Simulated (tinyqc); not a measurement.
# Straight dislocations in isotropic elasticity: fields, energies, partials, Peierls stress and walls, step by step

A worked calculation. Computed by tinyqc, a small Python program that keeps every step. Command: `OMP_NUM_THREADS=1 python tinyqc.py 3023668 3023669 out.jsonl disloc walk`. One thread of a shared host (Intel(R) Xeon(R) Processor @ 2.30GHz), about 0.01 s of CPU time with the checks. Intermediate numbers are printed to about 6 digits and carried at full precision; extremes and crossings named in words are read from the listed rows.

The line runs along z, the glide plane is y = 0, and beta is the angle between b and the line (0 screw, 90 degrees edge): b_e = b sin(beta) along +x with the extra half plane at y > 0, b_s = b cos(beta). Stress is positive in tension.

Inputs (values chosen for the exercise, modelled on silver): shear modulus G = 29.9 GPa; Poisson ratio nu = 0.361; Burgers vector b = 2.889 angstrom; stacking-fault energy gamma = 18.9 mJ/m^2; dislocation density rho = 1.7e+09 1/m^2; core radius r0/b = 0.5; misfit volume of a solute dV = -3.4 angstrom^3; temperature T = 500 K; unstable fault energy gamma_us = 185 mJ/m^2; tilt angle theta = 8.8 degrees; source length l = 2800 nm.

Character: 30-degree.

field point (x, y) (nm): [4, 5.3]

Constants: 1 eV/angstrom^3 = 160.2176634 GPa; k_B = 8.617333262e-05 eV/K.

## Line energy and line tension

Energy factor K = G [cos^2(beta) + sin^2(beta)/(1 - nu)]. E = K b^2/(4 pi) ln(R/r0) with R = 1/(2 sqrt(rho)); tension T = E + d^2E/d(beta)^2 = G b^2 [1 + nu - 3 nu sin^2(beta)]/(4 pi (1 - nu)) ln(R/r0). The core energy is taken into r0.

energy factor K = 34.1230 GPa

ln(R/r0) = 11.3380

line energy E = 16.0383 eV/nm

line tension T = 23.9777 eV/nm

stored energy rho E = 0.00436835 kJ/m^3

T/E = 1.50: bowing turns parts of the line towards the costlier edge character, so it is stiff.

## Stress at a point

With D = G b_e/(2 pi (1 - nu)), S = G b_s/(2 pi), r^2 = x^2 + y^2: s_xx = -D y (3x^2 + y^2)/r^4, s_yy = D y (x^2 - y^2)/r^4, s_xy = D x (x^2 - y^2)/r^4, s_zz = nu (s_xx + s_yy), s_xz = -S y/r^2, s_yz = S x/r^2. Pressure p = -trace/3.

stress (MPa), rows x, y, z:
```
[[-223.168, -26.762, -143.122],
 [-26.762, -35.459, 108.016],
 [-143.122, 108.016, -93.364]]
```

pressure p = 117.330 MPa

The point lies above the glide plane, on the compressed side.

## Force on a second, equal dislocation at that point; binding of a solute

Peach-Koehler force per length on a parallel dislocation with the same b: in the glide plane F_x = s_xy b_e + s_yz b_s, normal to it F_y = -(s_xx b_e + s_xz b_s), which drives climb of the edge part or cross-slip of a screw. A solute with misfit volume dV has the energy p dV, and its dilute concentration is scaled by exp(-p dV/(k_B T)).

glide force F_x = 23.1594 mN/m

normal force F_y = 68.0448 mN/m

solute energy = -2.48988 meV

concentration ratio = 1.05949

Along x the second dislocation is repelled. The undersized solute is enriched here.

## Splitting into partials

Shockley partials have b_p = b/sqrt(3) at the angles beta -/+ 30 degrees; their repulsion balances the fault at d = G b_p^2/(8 pi gamma) (2 - nu)/(1 - nu) [1 - 2 nu cos(2 beta)/(2 - nu)].

partial Burgers vector b_p = 1.66796 angstrom

splitting width d = 3.50246 nm

d/b = 12.1234

Widely split: cross-slip and climb need a constriction first.

## Peierls-Nabarro core of the undissociated dislocation

Misfit energy gamma(u) = (gamma_us/2)(1 - cos(2 pi u/b)), so the largest restoring stress is tau_max = pi gamma_us/b; u(x) = b/2 + (b/pi) arctan(x/zeta), zeta = K b/(4 pi tau_max). Summing the misfit energy over atomic rows a' apart gives, for a wide core, W_P = (K b^2/pi) exp(-2 pi zeta/a') and sigma_P = (K b/a') exp(-2 pi zeta/a'); a' = b/2 for edge and 30-degree lines, b sqrt(3)/2 for screw and 60-degree lines.

tau_max = 2.01175 GPa

half width zeta = 3.89951 angstrom

row spacing a' = 1.4445 angstrom

Peierls barrier W_P = 2.43362e-04 meV/nm

Peierls stress sigma_P = 0.00293527 MPa

zeta/a' = 2.70 and sigma_P/G = 9.8e-8: the stress falls by a factor e for each a'/(2 pi) of half width. Caution: so small a Peierls stress means only that the model finds negligible lattice resistance; its value is not a prediction.

## Strength from dislocations

Frank-Read source, averaged over the loop: tau = G b/(2 pi l) [(1 - nu/2)/(1 - nu)] ln(l/r0). Taylor hardening: tau = 0.3 G b sqrt(rho).

Frank-Read stress = 6.21645 MPa

Taylor stress = 0.106848 MPa

Of the source, forest and Peierls stresses the largest here is the source stress.

## Low-angle tilt boundary

A symmetric tilt wall of edge dislocations has the spacing h = b/(2 sin(theta/2)); Read-Shockley: gamma_b = E0 theta (A - ln theta), E0 = G b/(4 pi (1 - nu)), A = 1 + ln(b/(2 pi r0)), theta in radians.

spacing h = 1.88284 nm

boundary energy = 285.627 mJ/m^2

angle of the maximum, exp(A - 1) = 18.2378 degrees

## Character of the line

E = K b^2/(4 pi) ln(R/r0); T = G b^2 [1 + nu - 3 nu sin^2(beta)]/(4 pi (1 - nu)) ln(R/r0).

From screw to edge:
```
beta (degrees)  K (GPa)  E (eV/nm)  T (eV/nm)   d (nm)
0               29.9000    14.0534    29.9323  2.51311
15              31.0315    14.5853    28.3367  2.77821
30              34.1230    16.0383    23.9777  3.50246
45              38.3459    18.0231    18.0231  4.49181
60              42.5689    20.0080    12.0686  5.48116
75              45.6603    21.4610     7.7095  6.20541
90              46.7919    21.9928     6.1140  6.47051
```

The edge costs 1/(1 - nu) = 1.565 times the screw in energy, yet its tension is only (1 - 2 nu)/(1 + nu) = 0.204 of the screw value, so loops under stress are elongated along b. The edge splits 2.57 times as widely, (2 + nu)/(2 - 3 nu), since there the larger, edge parts of the partials repel with the factor 1/(1 - nu) and the small screw parts attract, while in the screw the roles are exchanged.

Checks made by the program: zero divergence of the stress field, by differences and relative to the size of its gradient (relative difference 2e-10); splitting against the force between the two partials (relative difference below 1e-10).
